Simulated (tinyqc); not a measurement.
# Pinning factor and neutrality level from two metals

Question. On an oxide a metal of vacuum work function pM shows the effective value Phi + S (pM - Phi), with S = 1/(1 + 0.1 (eps_inf - 1)^2). Find S, Phi and eps_inf.

effective work functions for metals of 4.1 and 5.33 eV (eV): [4.1269231, 4.8838462]

Solution. The slope is S, and the point where both work functions agree is Phi.

S = 0.615
Phi = 4.17 eV
eps_inf = 3.50

Program tinyqc, `OMP_NUM_THREADS=1 python tinyqc.py 2410024 2410025 out.jsonl`; Intel Xeon 2.30GHz, shared host, one thread, about 0.01 s.
